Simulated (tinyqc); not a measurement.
# Inputs raised by 10 %, one at a time

Model: non-radiative capture by multiphonon emission, one effective mode. Computed by tinyqc, a small Python program. Command: `OMP_NUM_THREADS=1 python tinyqc.py 3019785 3019786 out.jsonl capture sens`. One thread of a shared host (Intel(R) Xeon(R) Processor @ 2.30GHz), about 0.05 s of CPU time with the checks.

The initial state (free carrier plus empty centre) lies dE above the final state; both have the same frequency and are displaced by dQ.

Inputs (values chosen for the exercise, with mass, screening and phonons like those of AlN):

| quantity | value | unit |
|---|---|---|
| energy released dE | 0.549 | eV |
| phonon energy hbar omega | 49.8 | meV |
| Huang-Rhys factor S | 7.26 | - |
| electron-phonon coupling W | 0.004 | eV/(u^(1/2) angstrom) |
| cell volume V | 2050 | angstrom^3 |
| degeneracy g | 4 | - |
| broadening b | 30 | meV |
| carrier mass m | 2.52 | m_0 |
| temperature T | 300 | K |
| defect density N_t | 2e+16 | cm^-3 |

Centre: neutral.

Constants: hbar^2/u = 4.18015928e-03 eV angstrom^2; k_B = 8.617333262e-05 eV/K; hbar = 6.582119569e-16 eV s; k_B = 1.380649e-23 J/K; m_0 = 9.1093837015e-31 kg.

Method:
- dQ = sqrt(2 S (hbar^2/u)/hbar omega); relaxation energy lambda = S hbar omega; phonons needed P = dE/hbar omega; classical barrier E_b = (dE - lambda)^2/(4 lambda); occupation n = 1/(exp(hbar omega/k_B T) - 1).
- Huang-Rhys weight for a net emission of p phonons: L_p = exp(-S (2n + 1)) ((n + 1)/n)^(p/2) I_p(2 S sqrt(n (n + 1))), I_p the modified Bessel function.
- M_p = sum_m w_m <m_i|Q|(m + p)_f>^2 with Q counted from the final minimum and Boltzmann weights w_m for m = 0..24; <m_i|Q|k_f> = sqrt((hbar^2/u)/(2 hbar omega)) [sqrt(k) <m|k-1> + sqrt(k+1) <m|k+1>], with overlaps of oscillators displaced by d = sqrt(2 S) summed on 1500 points from -16 to 16 + d.
- The delta function is a Gaussian of standard deviation b at dE - p hbar omega.
- C_0 = V (2 pi/hbar) g W^2 sum_p M_p Gaussian_p. The sum runs over the seven p from round(P) - 3 to round(P) + 3; 1 angstrom^3 = 1e-24 cm^3.
- For a neutral centre the Sommerfeld factor is 1.
- C = s C_0; v = sqrt(3 k_B T/m); sigma = C/v; tau = 1/(C N_t).

Runs:

| input moved | from | to | cross-section sigma (cm^2) | classical barrier E_b (eV) | capture time (s) | Sommerfeld factor s |
|---|---|---|---|---|---|---|
| base run | - | - | 3.7803e-16 | 0.024297 | 1.7977e-08 | 1 |
| energy released dE (eV) | 0.549 | 0.6039 | 2.7258e-16 | 0.040613 | 2.4932e-08 | 1 |
| Huang-Rhys factor S | 7.26 | 7.986 | 4.7378e-16 | 0.014389 | 1.4344e-08 | 1 |
| electron-phonon coupling W (eV/(u^(1/2) angstrom)) | 0.004 | 0.0044 | 4.5742e-16 | 0.024297 | 1.4857e-08 | 1 |
| temperature T (K) | 300 | 330 | 3.6562e-16 | 0.024297 | 1.7722e-08 | 1 |
| carrier mass m (m_0) | 2.52 | 2.772 | 3.9648e-16 | 0.024297 | 1.7977e-08 | 1 |
| defect density N_t (cm^-3) | 2e+16 | 2.2e+16 | 3.7803e-16 | 0.024297 | 1.6343e-08 | 1 |

Exponents ln(y'/y) / ln(x'/x):

| input | cross-section sigma | classical barrier E_b | capture time | Sommerfeld factor s |
|---|---|---|---|---|
| energy released dE | -3.431 | 5.390 | 3.431 | 0 |
| Huang-Rhys factor S | 2.369 | -5.496 | -2.369 | 0 |
| electron-phonon coupling W | 2.000 | 0.000 | -2.000 | 0 |
| temperature T | -0.350 | 0.000 | -0.150 | 0 |
| carrier mass m | 0.500 | 0.000 | 0.000 | 0 |
| defect density N_t | 0.000 | 0.000 | -1.000 | 0 |

To which inputs is each result most sensitive?

Among the inputs moved here: cross-section sigma answers most in size to energy released dE (exponent -3.431), next to Huang-Rhys factor S (+2.369); its exponent is below 0.0005 for defect density N_t. Classical barrier E_b answers most in size to Huang-Rhys factor S (exponent -5.496), and about equally to energy released dE (+5.390); its exponent is below 0.0005 for electron-phonon coupling W, temperature T, carrier mass m, defect density N_t. Capture time answers most in size to energy released dE (exponent +3.431), next to Huang-Rhys factor S (-2.369); its exponent is below 0.0005 for carrier mass m. Its exponent -1.000 in defect density N_t: tau = 1/(C N_t). Sommerfeld factor s hardly depends on these (all exponents below 0.005).

Extremes, crossings and ranges named in words are read from the listed rows.
